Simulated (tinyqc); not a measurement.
Fully depleted semiconductor-on-insulator film with two gates, non-linear Poisson equation by Newton steps: two steps of the calculation.

One dimension across the film, front interface at x = 0, back interface at x = ts. psi is counted from the intrinsic level, n = ni exp(psi/Vt) (source grounded), holes neglected, acceptors ionised. Gates act through Cox = eps0 eox/tox and Cbox = 3.9 eps0/tb with potentials G1 = Vg - (phiM - chi - Vt ln(Nc/ni)) and G2 = Vb - (phiB - chi - Vt ln(Nc/ni)). Classical Boltzmann densities, no interface charge, no depletion in the back plane.

Parameters, values chosen for the exercise; band and dielectric values close to those of In0.53Ga0.47As: temperature T = 300 K; band gap Eg = 0.747 eV; relative permittivity eps_r = 13.9; conduction-band density of states at T Nc = 2.1e17 cm^-3; valence-band density of states at T Nv = 7.67e18 cm^-3; electron affinity chi = 4.59 eV; relative permittivity of the gate insulator (close to silicon dioxide) eox = 3.9; insulator thickness tox = 2.1 nm; film thickness ts = 5 nm; buried-oxide thickness (eps_r 3.9) tb = 69 nm; work function of the front gate phiM = 5.29 eV; work function of the back plane phiB = 4.64 eV; back-gate voltage Vb = 0 V; front-gate voltage Vg = 0.48 V.

Constants: q = 1.602176634e-19 C, kB = 1.380649e-23 J/K, Vt = kB T/q, eps0 = 8.8541878128e-14 F/cm where lengths are in cm. Results are converted to the units shown.

Question 1. Capacitances and gate potentials. ni = sqrt(Nc Nv) exp(-Eg/(2 Vt)), Eg in volts; Cox, Cbox, G1, G2 as defined; Cs = eps0 eps_r/ts; a = eps0 eps_r/h with h = ts/11; coupling ratio of a depleted film Cs Cbox/(Cox (Cs + Cbox)).

Give: ni; Cox; Cbox; Cs; a; G1; G2; coupling ratio.

Answer 1.

ni = 6.745e11 cm^-3
Cox = 1.644 uF/cm^2
Cbox = 0.05005 uF/cm^2
Cs = 2.461 uF/cm^2
a = 27.08 uF/cm^2
G1 = 0.1070 V
G2 = 0.2770 V
coupling ratio = 0.02983

Question 2. Newton step. Solve a d_(i-1) + b_i d_i + a d_(i+1) = -F_i for all nodes. Each component d is damped to sign(d) Vt ln(1 + |d|/Vt) before it is added.

a = 27.076106 uF/cm^2

| node | diagonal b (F/cm^2) | residual F (C/cm^2) | psi at the start (V) |
|---|---|---|---|
| 0 | -2.8720673e-5 | -1.5294572e-7 | 0.2 |
| 1 | -5.4152648e-5 | -1.8531865e-11 | 0.2 |
| 2 | -5.4152648e-5 | -1.8531865e-11 | 0.2 |
| 3 | -5.4152648e-5 | -1.8531865e-11 | 0.2 |
| 4 | -5.4152648e-5 | -1.8531865e-11 | 0.2 |
| 5 | -5.4152648e-5 | -1.8531865e-11 | 0.2 |
| 6 | -5.4152648e-5 | -1.8531865e-11 | 0.2 |
| 7 | -5.4152648e-5 | -1.8531865e-11 | 0.2 |
| 8 | -5.4152648e-5 | -1.8531865e-11 | 0.2 |
| 9 | -5.4152648e-5 | -1.8531865e-11 | 0.2 |
| 10 | -5.4152648e-5 | -1.8531865e-11 | 0.2 |
| 11 | -2.7126369e-5 | 3.8438659e-9 | 0.2 |

Find: Newton step d, before damping; psi after iteration 1.

Answer 2.

| node | Newton step d, before damping (V) | psi after iteration 1 (V) |
|---|---|---|
| 0 | -0.0880 | 0.162 |
| 1 | -0.0877 | 0.162 |
| 2 | -0.0873 | 0.162 |
| 3 | -0.0870 | 0.162 |
| 4 | -0.0867 | 0.162 |
| 5 | -0.0864 | 0.162 |
| 6 | -0.0861 | 0.162 |
| 7 | -0.0858 | 0.162 |
| 8 | -0.0855 | 0.162 |
| 9 | -0.0852 | 0.162 |
| 10 | -0.0849 | 0.162 |
| 11 | -0.0846 | 0.162 |

Range of the model: In so thin a film or at such density quantum confinement moves the charge away from the interfaces and raises the threshold.

Computed by the program tinyqc: `OMP_NUM_THREADS=1 python tinyqc.py 2190116 2190117 out.jsonl`, one thread of a shared Intel Xeon 2.30GHz, about 0.6 s for the whole run.
